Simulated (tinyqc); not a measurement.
Worked calculation: Pariser-Parr-Pople SCF with singles CI, for the molecule O=c1cccccc1 (SMILES; centres numbered as the heavy atoms are written). Computed by tinyqc, a small Python program that keeps every step. Settings: charge = 0, gamma = Ohno, start = huckel, damping = 0.5, iteration cap = 55, excitations kept = 6. Command: `OMP_NUM_THREADS=1 python tinyqc.py 30372 30373 out.jsonl` (the two numbers bound the seeds that draw the settings). One thread of a shared host (Intel(R) Xeon(R) Processor @ 2.60GHz), about 0.01 s of CPU time with the checks.

Centres (angstrom, eV; a flat drawing with bonds scaled to 1.40 angstrom):

| centre | x | y | core charge z | W | gamma_rr |
|---|---|---|---|---|---|
| 1O | 2.637000 | 0.000000 | 1 | 17.700000 | 15.200000 |
| 2C | 1.237000 | 0.000000 | 1 | 11.160000 | 11.130000 |
| 3C | 0.629000 | 1.261000 | 1 | 11.160000 | 11.130000 |
| 4C | -0.736000 | 1.573000 | 1 | 11.160000 | 11.130000 |
| 5C | -1.830000 | 0.700000 | 1 | 11.160000 | 11.130000 |
| 6C | -1.830000 | -0.700000 | 1 | 11.160000 | 11.130000 |
| 7C | -0.736000 | -1.573000 | 1 | 11.160000 | 11.130000 |
| 8C | 0.629000 | -1.261000 | 1 | 11.160000 | 11.130000 |

Resonance integrals (eV):

| i | j | beta |
|---|---|---|
| 1 | 2 | -2.510000 |
| 2 | 3 | -2.390000 |
| 3 | 4 | -2.390000 |
| 4 | 5 | -2.390000 |
| 5 | 6 | -2.390000 |
| 6 | 7 | -2.390000 |
| 7 | 8 | -2.390000 |
| 8 | 2 | -2.390000 |

Stop when output and input P, before any damping, agree to 1e-7.

Course of the cycle:

| iteration | E (eV) | largest \|P(out) - P(in)\| |
|---|---|---|
| 1 | -111.69501839 | 1.99e-01 |
| 2 | -111.91542179 | 1.19e-01 |
| 3 | -112.05250511 | 7.43e-02 |
| 4 | -112.13314655 | 4.94e-02 |
| 5 | -112.17917734 | 3.32e-02 |
| 6 | -112.20503087 | 2.26e-02 |
| 7 | -112.21944638 | 1.55e-02 |
| 8 | -112.22747708 | 1.07e-02 |
| 9 | -112.23196954 | 7.54e-03 |
| 10 | -112.23450381 | 5.36e-03 |
| 11 | -112.23595061 | 3.85e-03 |
| ... | ... | ... |
| 45 | -112.23807974 | 4.67e-06 |
| 46 | -112.23807974 | 3.86e-06 |
| 47 | -112.23807974 | 3.19e-06 |
| 48 | -112.23807974 | 2.64e-06 |
| 49 | -112.23807974 | 2.18e-06 |
| 50 | -112.23807974 | 1.80e-06 |
| 51 | -112.23807974 | 1.49e-06 |
| 52 | -112.23807974 | 1.23e-06 |
| 53 | -112.23807974 | 1.02e-06 |
| 54 | -112.23807974 | 8.43e-07 |
| 55 | -112.23807974 | 6.97e-07 |

Can the last value be used, and what does the course show?

Not by the stop rule, although the second column moves by less than 1e-07 over the last three steps. Not converged within 55 iterations: the residual falls steadily but slowly, by a factor of about 0.83 a step. Reruns (cap 100 unless said): damping 0: converged in 30 (E = -112.23808); the original settings with a cap of 400: converged in 66 (E = -112.23808).
